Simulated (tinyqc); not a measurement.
Cooling rate: nucleation and growth of vacancy voids in a cooling silicon-like crystal. Computed by tinyqc, a small Python program. Command: `OMP_NUM_THREADS=1 python tinyqc.py 3016127 3016128 out.jsonl voids walk`. One thread of a shared host (Intel(R) Xeon(R) Processor @ 2.30GHz), about 0.3 s of CPU time with the checks.

Spherical voids; vacancies are lost only to voids.

Inputs (values chosen for the exercise, for a model crystal): vacancy density at the melting point C_m = 4.7e+14 1/cm^3; formation energy E_f = 3.92 eV; melting point T_m = 1685 K; diffusion prefactor D0 = 0.0006 cm^2/s; migration energy E_m = 0.49 eV; site density rho = 5e+22 1/cm^3; void surface energy gamma = 0.837 J/m^2; cooling rate q = 5.3 K/min; ratio (V/G)/xi_c = 1.8; limit of the excess at high V/G = 1.8e+14 1/cm^3; temperature step = 0.25 K.

Vacancy supply: from V/G.

Constants: k_B = 8.617333262e-05 eV/K; k_B = 1.380649e-23 J/K.

Method:
- C = C_x (u - 1)/(u + 0.2) with u = (V/G)/xi_c, a form chosen for the exercise.
- C_e = C_m exp[-(E_f/k_B)(1/T - 1/T_m)]; D = D0 exp(-E_m/(k_B T)); f = k_B T ln(C/C_e); r* = 2 gamma/(rho f); W* = 16 pi gamma^3/(3 rho^2 f^2); Z = f/sqrt(12 pi W* k_B T); I = rho Z (4 pi r* D C) exp(-W*/(k_B T)).
- March down from 1500 K in steps dT, dt = dT/q, with values at the upper end of each step: a class of I dt voids is born with r*; then all classes grow by r^2 += 2 D (C - C_e) dt/rho; C falls by the vacancies added to voids. Stop at 1150 K. T_n is the T of the largest I, N the final count (classes under 1e-6 /cm^3 are dropped), and the mean radius the number average.

initial excess C = 7.20e+13 1/cm^3

At fixed C:
```
q (K/min)  T_n (K)  N (1/cm^3)  mean radius (nm)
0.53       1412.25  9.2541e+05            71.441
1.30       1408.00  3.4771e+06            45.927
2.60       1404.75  9.6647e+06            32.649
5.30       1401.25  2.7615e+07            22.995
11.00      1397.25  8.0954e+07            16.057
21.00      1393.50  2.0958e+08            11.687
53.00      1387.75  8.1510e+08             7.424
```

What follows from these numbers?

Over the rows N goes as q^1.47 and the radius as q^-0.49, near the 3/2 and -1/2 of the scaling argument (depletion time 1/(4 pi N r D) equal to the time in the nucleation range, at fixed N r^3). T_n drops only 24 K for a factor 100 in q. Fast cooling gives many small voids, which an anneal can dissolve.

Extremes, crossings and ranges named in words are read from the listed rows.
